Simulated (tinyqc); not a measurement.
A ladder of methods, and size consistency: correlation methods against full CI in the sto-3g basis, for BeH2, spin multiplicity 1. Computed by the program tinyqc with PySCF. All electrons correlated; +Q is the Davidson correction (1 - c0^2) E_corr. The last columns treat two copies 100 angstrom apart as one system. FCI is the lowest singlet.

Geometry (angstrom):
```
atom       x        y       z
Be    0.0000   0.0000  0.0000
H     0.0000   1.3630  0.0000
H     0.0000  -1.3630  0.0000
```

RHF energy of one = -15.557285 hartree

Correlation energies (hartree):
```
method   E_corr of one  share of FCI (%)  E_corr of two at 100 angstrom  two minus twice one (mhartree)
MP2           -0.02405            65.887                       -0.04809                           0.000
CISD          -0.03567            97.727                       -0.06947                           1.863
CISD+Q        -0.03665           100.424                       -0.07300                           0.302
CCSD          -0.03607            98.837                       -0.07214                           0.000
CCSD(T)       -0.03630            99.453                       -0.07259                           0.000
FCI           -0.03650           100.000                              -                               -
```

What does the comparison show, and why?

MP2 recovers 66 %, CISD 97.7 % and CCSD 98.8 % of the FCI value (c0^2 = 0.972 in CISD). MP2 and coupled cluster are size consistent, so their last column vanishes; CISD loses 1.86 mhartree, since a double excitation on each copy is a quadruple of the pair, and the Davidson correction leaves +0.30.
